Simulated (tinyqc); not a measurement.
# Off-state leakage of single and stacked transistors: subthreshold current against the height of the stack

n-channel devices of unit width. Subthreshold current I(Vg, Vs, Vd) = I0 (T/300 K)^0.5 exp[(Vg - Vs - VT(T) - gb (Vs - Vb) + dd (Vd - Vs))/(nf Vt)] (1 - exp(-(Vd - Vs)/Vt)), VT(T) = VT - cT (T - 300 K). Gate-edge tunnelling Ig (Vd/1 V) exp(ag (Vd - 1 V)), for a gate at 0 V, and band-to-band leakage Ab u exp(-Bb/u), u = Vd - Vb + 1 V, flow at a drain held at V; both are taken as independent of T. In a stack of off transistors (all gates at 0 V) the same subthreshold current passes through each.

All n gates at 0 V, bottom source at 0 V, top drain at V; node voltages follow from equal currents.

Parameters, values chosen for the exercise; values of the order met in bulk silicon logic transistors: temperature T = 300 K; supply voltage V = 0.8 V; threshold at 300 K, zero drain and body bias VT = 0.33 V; fall of the threshold with temperature cT = 0.7 mV/K; current at threshold at 300 K I0 = 0.35 uA/um; slope factor nf = 1.18; drain-induced lowering per volt dd = 0.16; rise of the threshold per volt of source-body bias gb = 0.19; body voltage Vb = 0 V.

Constants: q = 1.602176634e-19 C, kB = 1.380649e-23 J/K, Vt = kB T/q. Results are converted to the units shown.

Subthreshold current against the height of the stack:
```
n	I (nA/um)	reduction factor	drain voltage of the bottom device (mV)	source voltage of the top device (mV)	voltage across the top device (V)
1	0.4659	1.000	800.0	0	0.8000
2	0.01058	44.02	85.52	85.52	0.7145
3	0.004467	104.3	21.72	105.0	0.6950
4	0.002782	167.5	12.04	115.7	0.6843
5	0.002010	231.8	8.290	123.1	0.6769
6	0.001570	296.8	6.308	128.6	0.6714
```

The second transistor cuts the current by a factor of 44.0, the third by a further 2.37 and the sixth by 1.28. The top device keeps 83.9 % of the supply at n = 6, while the drain voltage of the bottom one falls to 0.244 Vt.

Program tinyqc, `OMP_NUM_THREADS=1 python tinyqc.py 2242219 2242220 out.jsonl`; Intel Xeon 2.30GHz, shared host, one thread, about 0.03 s.
